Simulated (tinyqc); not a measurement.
Schottky diode by thermionic emission with image-force lowering and series resistance: one step of the calculation.

Metal on an n-type semiconductor with one parabolic valley; V > 0 is forward bias (metal positive). I = I0 [exp(Vj/(n Vt)) - 1] with Vj = V - I Rs; I0 = S A* T^2 exp(-(phi - dphi)/Vt), the lowering dphi taken at zero bias.

Task. Junction voltage. Newton step for g(Vj) = Vj + Rs I0 [exp(Vj/(n Vt)) - 1] - V = 0: Vj(new) = Vj - g/g', g' = 1 + Rs I0 exp(Vj/(n Vt))/(n Vt).

Parameters, values chosen for the exercise; band and dielectric values close to those of indium phosphide:
```
symbol  value  unit            meaning
T         300     K        temperature
n        1.03          ideality factor
Rs         34   ohm  series resistance
V        0.75     V       applied bias
```

Constants: q = 1.602176634e-19 C, kB = 1.380649e-23 J/K, Vt = kB T/q. Results are converted to the units shown.

I0 = 3.8540742e-8 A
Vj after iteration 1 = 0.42979994 V

Wanted: Vj after iteration 2.

Result.

Vj after iteration 2 = 0.4039 V

Computed by the program tinyqc: `OMP_NUM_THREADS=1 python tinyqc.py 2640174 2640175 out.jsonl`, one thread of a shared Intel Xeon 2.30GHz, about 0.01 s for the whole run.
